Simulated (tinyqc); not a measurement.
Rise against time: self-heating of a transistor with one or more fingers, with temperature-dependent conductivity. Computed by tinyqc, a small Python program. Command: `OMP_NUM_THREADS=1 python tinyqc.py 3017775 3017776 out.jsonl selfheat walk`. One thread of a shared host (Intel(R) Xeon(R) Processor @ 2.30GHz), about 0.05 s of CPU time with the checks.

N long parallel fingers lie on the top face of a slab whose bottom is held at T_0; the top is otherwise insulated, and heat flows in two dimensions. P in W/mm is 1000 P in W/m.

Inputs (values chosen for the exercise, modelled on silicon carbide):
```
quantity                                      value           unit
conductivity at the base temperature kappa_0    397        W/(m K)
power per gate width P                          6.5           W/mm
fingers N                                         4              -
finger pitch s                                   11     micrometre
width of the heat source w                     0.67     micrometre
substrate thickness t                           160     micrometre
heat capacity C                                2.15  1e6 J/(m^3 K)
pulse length                                    140    microsecond
```

Power: power rises with temperature.

Method:
- A line source of power P on the top face raises the top at distance x by (P/(pi kappa_0)) g(x), g(x) = -ln tanh(pi x/(4 t)) (the image sum for the slab). On a strip of width w the centre sees the mean of g over the strip, g_0 = 1 + ln(8 t/(pi w)) for w much below t.
- theta_i = (P/(pi kappa_0)) [g_0 + sum over j != i of g(|i - j| s)], with equal powers and constant conductivity; thermal resistance = largest theta/P.
- After switching on, theta(tau) = (P D/kappa_0) int_0^tau X(u) Z(u) du at the hottest finger, D = kappa_0/C; X = sum over fingers at distance x of [erf((x + w/2)/r) - erf((x - w/2)/r)]/(2 w), Z = sum_(j=-200..200) (-1)^j exp(-(2 j t/r)^2)/sqrt(pi D u), r = 2 sqrt(D u); trapezoid rule on 300 points evenly spaced in ln u from u_0 = 1e-3 min(tau, w^2/D) to tau, plus the exact piece 2 sqrt(u_0/(pi D))/w below u_0. Conductivity and power are held at their base values here, and Fourier's law is used even where the diffusion length is near a phonon free path.

diffusivity D = 184.651 micrometre^2/microsecond

theta of each finger (K): 74.9883  80.6737  80.6737  74.9883

largest theta = 80.6737 K

Heating curve:
```
time (microsecond)  sqrt(D time) (micrometre)  rise (K)  share of the steady rise
1.40e-04                              0.16078    4.3062                   0.05338
0.0014                                0.50844    9.5871                    0.1188
0.014                                  1.6078    15.504                    0.1922
0.14                                   5.0844    22.367                    0.2773
1.4                                    16.078    37.827                    0.4689
6.9                                    35.694    53.134                    0.6586
28                                     71.904    67.435                    0.8359
83                                     123.80     77.11                    0.9558
210                                    196.92    80.414                    0.9968
```

What does the comparison show, and why?

Half the steady rise is reached between 1.4 and 6.9 microseconds, and the last row holds 99.7 % of it; the slowest time constant is 4 t^2/(pi^2 D) = 56.2 microseconds. While the diffusion length lies between w and the pitch or thickness, the rise grows as the logarithm of time; once it nears the pitch of 11 micrometre the neighbours add their heat.

Extremes, crossings and ranges named in words are read from the listed rows.
